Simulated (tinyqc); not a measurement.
# Changing the cooling rate

Model: thermal stress and diffusional relaxation in a metal film: Coble and Nabarro-Herring creep, cooling and holds. Computed by tinyqc, a small Python program. Command: `OMP_NUM_THREADS=1 python tinyqc.py 3031931 3031932 out.jsonl creep sweep`. One thread of a shared host (Intel(R) Xeon(R) Processor @ 2.30GHz), about 0.2 s of CPU time with the checks.

A thin film on a rigid substrate is stress-free at T0. Tension is positive and the film creeps linearly: d sigma/dt = -M (mismatch) dT/dt - sigma/tau.

Inputs (values chosen for the exercise, modelled on gold films on silicon):
```
quantity                           value        unit
biaxial modulus M                    136         GPa
expansion mismatch                  11.9      1e-6/K
atomic volume Omega                   17  angstrom^3
lattice prefactor D0             1.3e-05       m^2/s
lattice energy E                    1.82          eV
boundary prefactor (delta D_b)0  2.7e-16       m^3/s
boundary energy E_b                0.856          eV
grain size d                         1.2          um
stress-free temperature T0           350           C
hold temperature T                   170           C
yield stress                         260         MPa
```

Constants: k_B = 1.380649e-23 J/K; k_B = 8.617333262e-05 eV/K.

Method:
- Thermoelastic slope = M x mismatch; sigma_0 = slope x (T0 - T).
- Creep rate per stress: Nabarro-Herring 14 D Omega/(k_B T d^2), Coble (14 pi) delta D_b Omega/(k_B T d^3), with D = D0 exp(-E/(k_B T)), delta D_b = (delta D_b)0 exp(-E_b/(k_B T)); 1/tau = M x (sum of both)/2 (biaxial strain rate is half the uniaxial one).
- Temperatures in kelvin are T(C) + 273.15.
- Cooling from T0 at the constant rate: d sigma/dT = -slope + sigma/(tau(T) x rate), integrated to 25 C (stiff solver, tolerance 1e-9).
- Effective stress-free temperature T_eff = 25 C + sigma/slope.

One run for each value:
```
cooling rate (C/min)  stress at 25 C (MPa)  effective stress-free temperature (C)
0.03                                159.73                                 123.70
0.1                                 190.95                                 142.99
0.4                                 230.82                                 167.62
1                                   259.82                                 185.54
5                                   316.78                                 220.74
20                                  373.18                                 255.58
70                                  430.86                                 291.22
300                                 490.07                                 327.81
1000                                513.64                                 342.38
```

What does the table show, and why?

Over the rows, stress at 25 C (MPa) rises from 160 to 514 (exponent d ln y / d ln x 0.15 between the first rows and 0.039 between the last). At the high end the exponent of stress at 25 C is 0.04, close to 0: creep has little time during cooling. Slower cooling lets the film creep to a lower temperature before the stress freezes in.

Caution (all rows): the elastic stress exceeds the yield stress, so dislocation glide would cap it first. Caution (all rows): bulk creep laws overstate relaxation in a bonded film, and dislocation glide would cap stresses above the yield stress.
